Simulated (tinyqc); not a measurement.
Joint density of states against eps2: interband optics of a two-band s-p chain from momentum matrix elements.

H(k) = [[Es - 2 ts cos ka, 2i V sin ka], [-2i V sin ka, Ep_ + 2 tp cos ka]] in the basis s, p; the lower band is full, with two electrons a cell. The velocity operator times hbar is W = dH/dk (eV angstrom); intra-atomic dipoles are left out.

With w(k) = |<c|W|v>|^2 and D(k) = Ec - Ev, on the mesh k_j = (j + 1/2)/N (2 pi/a): eps(E) = 1 + (8 pi e2/(a Ar)) mean_j (w/D^2) [1/(D - E - i eta) + 1/(D + E + i eta)], e2 = e^2/(4 pi eps0); light polarised along the chains, no local fields.

Constants: e^2/(4 pi eps0) = 14.39964547 eV angstrom.

Values chosen for the exercise: a = 3.38 angstrom (period); Es = 3.56 eV (upper orbital (s)); Ep_ = -2.15 eV (lower orbital (p)); ts = 0.32 eV (s-s hopping); tp = 0.21 eV (p-p hopping); V = 1.03 eV (s-p hopping); Ar = 12.8 angstrom^2 (cross-section per chain); eta = 0.2 eV (Lorentzian half width).

Mesh of 2000 points. J(E) = mean of (eta/pi)/((E - D)^2 + eta^2). The fourth column is J times the constant (8 pi^2 e2/(a Ar)) mean(w/D^2). R = |(sqrt(eps) - 1)/(sqrt(eps) + 1)|^2.

Spectrum:

| E (eV) | J (1/eV) | eps2 | eps2 with constant element | eps1 | R |
|---|---|---|---|---|---|
| 4.05 | 0.027 | 0.964 | 0.441 | 5.799 | 0.175 |
| 4.73 | 0.203 | 9.349 | 3.366 | 4.440 | 0.352 |
| 5.07 | 0.180 | 5.951 | 2.989 | -0.390 | 0.352 |
| 5.41 | 0.163 | 3.467 | 2.707 | -0.512 | 0.296 |
| 5.76 | 0.165 | 2.180 | 2.741 | 0.219 | 0.185 |
| 6.10 | 0.187 | 1.690 | 3.104 | 1.351 | 0.088 |
| 6.44 | 0.260 | 2.386 | 4.313 | 3.186 | 0.136 |
| 6.78 | 0.557 | 7.777 | 9.239 | 2.796 | 0.327 |
| 7.12 | 0.652 | 6.089 | 10.823 | -3.631 | 0.509 |
| 7.46 | 0.198 | 1.771 | 3.288 | -3.616 | 0.695 |
| 7.80 | 0.068 | 0.679 | 1.129 | -2.184 | 0.757 |

Give the missing row, E (eV) = 4.39.

Computed row:
```
E (eV)  J (1/eV)   eps2  eps2 with constant element   eps1      R
4.39       0.067  2.913                       1.114  7.764  0.242
```

Transitions span 4.650 to 7.203 eV. Among the energies listed J peaks at 7.12 eV and eps2 at 4.73 eV. The ratio of eps2 to the constant-element value is 2.78 at 4.73 eV and 0.56 at 7.12 eV: w/D^2 is 2.242 angstrom^2 at the zone centre and 1.058 at the edge.

Run: tinyqc, `OMP_NUM_THREADS=1 python tinyqc.py 1650537 1650538 out.jsonl`; Intel(R) Xeon(R) Processor @ 2.30GHz, one thread, shared host; about 0.01 s of CPU time with all checks.
